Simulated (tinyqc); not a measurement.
# Worked calculation: energy and delay of logic against supply voltage

Numbers from tinyqc (`OMP_NUM_THREADS=1 python tinyqc.py 2082177 2082178 out.jsonl`; about 0.01 s on one thread of a shared Intel Xeon 2.30GHz). Printed values are rounded.

One expression serves below and above threshold: I(Vg) = Ik [ln(1 + exp((Vg - VT + dd V)/(al nf Vt)))]^al, with I_on = I(V) and I_off = I(0). Gate delay td = kd C V/I_on, clock period LD td. Per gate and cycle the switching energy is act C V^2 and the leakage energy I_off V LD td. No short-circuit current, no variation. Minima are sought above 0.09 V; below a few Vt gates no longer switch and the model has no meaning.

Parameters, values chosen for the exercise; values of the order met in logic technologies: temperature T = 330 K; threshold voltage at zero drain bias VT = 0.45 V; slope factor nf = 1.37; barrier lowering per volt of supply dd = 0.07; specific current of a gate Ik = 0.42 uA; exponent of the current law al = 1.5; load capacitance of a gate C = 0.34 fF; delay factor kd = 1.1; logic depth LD = 30; activity factor act = 0.2; supply voltage V = 1.02 V.

Constants: q = 1.602176634e-19 C, kB = 1.380649e-23 J/K, Vt = kB T/q. Results are converted to the units shown.

## Currents, delay and energies

I_on, I_off, td, clock frequency 1/(LD td), both energies and their sum.

I_on = 15.27199 uA
I_off = 0.02525290 nA
td = 24.97906 ps
clock frequency = 1.334451 GHz
switching energy = 70.74720 aJ
leakage energy = 0.01930229 aJ
energy = 70.76650 aJ

I_on/I_off = 6.05e5; leakage makes up 0.0273 % of the energy.

## Starting value

V = 0.29 V.

V at the start = 0.29 V

## Iteration 1: new V

Minimum-energy supply: E(V) is the energy per gate and cycle; with h = 0.001 V, E' = (E(V + h) - E(V - h))/(2 h), E'' = (E(V - h) - 2 E(V) + E(V + h))/h^2, V(new) = V - E'/E''.

E' = 29.06068 aJ/V
E'' = 316.4156 aJ/V^2
V after iteration 1 = 0.1981566 V

## Iteration 2: new V

As before.

E' = -15.35178 aJ/V
E'' = 656.1558 aJ/V^2
V after iteration 2 = 0.2215532 V

## Iteration 3: new V

As before.

E' = -0.8679801 aJ/V
E'' = 575.4108 aJ/V^2
V after iteration 3 = 0.2230616 V

## Course of the iteration

Stop when the step is below 1e-9 V, or after 40 iterations.

Course of the iteration:
```
iteration  V before the step (V)  step (V)
1                           0.29   -0.0918
2                      0.1981566    0.0234
3                      0.2215532   1.51e-3
4                      0.2230616   8.25e-6
5                      0.2230699  2.78e-10
```

Converged in 5 iterations. There leakage makes up 35.4 % of the energy and the clock runs at 0.725 MHz.
